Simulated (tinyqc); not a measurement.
Worked calculation: Luttinger-Kohn k.p, four valence bands. One step of it, computed by the program tinyqc.

Question. Levels at k. Diagonalise the Hermitian matrix.

H(k) at k (eV), lower triangle (Hermitian):
```
                      3/2                  1/2                 -1/2      -3/2
3/2              0.062281
1/2    0.043031+0.025819i             0.072377
-1/2  -0.010339-0.026481i             0.000000             0.072377
-3/2             0.000000  -0.010339-0.026481i  -0.043031-0.025819i  0.062281
```

Give: eigenvalues.

Answer.

eigenvalues (eV): 0.0094  0.0094  0.1252  0.1252
